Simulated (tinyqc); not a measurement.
Worked calculation: FCI on RHF in the 6-31g basis, for H2, spin multiplicity 1. One step of it, computed by the program tinyqc.

Question. Integrals over molecular orbitals. (pq|rs) = sum C_ip C_jq C_kr C_ls (ij|kl), one index at a time.

coefficients C:
```
            MO1        MO2        MO3        MO4
1H 1s  0.288866   0.166247   0.863804  -0.985742
1H 2s  0.329408   1.243201  -0.698192   1.210445
2H 1s  0.288866  -0.166247   0.863804   0.985742
2H 2s  0.329408  -1.243201  -0.698192  -1.210445
```

core Hamiltonian H = T + V (hartree):
```
           1H 1s      1H 2s      2H 1s      2H 2s
1H 1s  -0.791629  -0.829184  -0.480778  -0.596646
1H 2s  -0.829184  -0.862659  -0.596646  -0.735208
2H 1s  -0.480778  -0.596646  -0.791629  -0.829184
2H 2s  -0.596646  -0.735208  -0.829184  -0.862659
```

Two-electron integrals (ij|kl) in chemists' order, unique and non-zero (hartree):
```
(11|11) 1.076566   (21|11) 0.578470   (21|21) 0.329423   (22|11) 0.587396
(22|21) 0.361304   (22|22) 0.453150   (31|11) 0.212129   (31|21) 0.123517
(31|22) 0.139552   (31|31) 0.063285   (32|11) 0.243759   (32|21) 0.151602
(32|22) 0.192067   (32|31) 0.084314   (32|32) 0.130431   (33|11) 0.524669
(33|21) 0.335463   (33|22) 0.444446   (33|31) 0.212129   (33|32) 0.356016
(33|33) 1.076566   (41|11) 0.356016   (41|21) 0.203977   (41|22) 0.225880
(41|31) 0.084314   (41|32) 0.106458   (41|33) 0.243759   (41|41) 0.130431
(42|11) 0.410489   (42|21) 0.254874   (42|22) 0.326519   (42|31) 0.113216
(42|32) 0.167245   (42|33) 0.410489   (42|41) 0.167245   (42|42) 0.257982
(43|11) 0.335463   (43|21) 0.213013   (43|22) 0.282082   (43|31) 0.123517
(43|32) 0.203977   (43|33) 0.578470   (43|41) 0.151602   (43|42) 0.254874
(43|43) 0.329423   (44|11) 0.444446   (44|21) 0.282082   (44|22) 0.380704
(44|31) 0.139552   (44|32) 0.225880   (44|33) 0.587396   (44|41) 0.192067
(44|42) 0.326519   (44|43) 0.361304   (44|44) 0.453150
```

Give: one-electron integrals over orbitals h = C^T H C; Two-electron integrals over orbitals.

Answer.

one-electron integrals over orbitals h = C^T H C (hartree):
```
        1       2       3      4
1  -1.102   0.000  -0.136  0.000
2   0.000  -0.603   0.000  0.195
3  -0.136   0.000  -0.017  0.000
4   0.000   0.195   0.000  0.132
```

Two-electron integrals over orbitals (pq|rs), unique and non-zero (hartree):
```
(11|11) 0.572    (21|21) 0.106    (22|11) 0.440    (22|22) 0.400
(31|11) 0.136    (31|22) 0.067    (31|31) 0.095    (32|21) 0.007
(32|32) 0.037    (33|11) 0.506    (33|22) 0.400    (33|31) 0.119
(33|33) 0.472    (41|21) -0.081   (41|32) -0.047   (41|41) 0.112
(42|11) -0.138   (42|22) -0.071   (42|31) -0.081   (42|33) -0.117
(42|42) 0.081    (43|21) -0.117   (43|32) -0.034   (43|41) 0.125
(43|43) 0.170    (44|11) 0.575    (44|22) 0.448    (44|31) 0.172
(44|33) 0.532    (44|42) -0.163   (44|44) 0.637
```
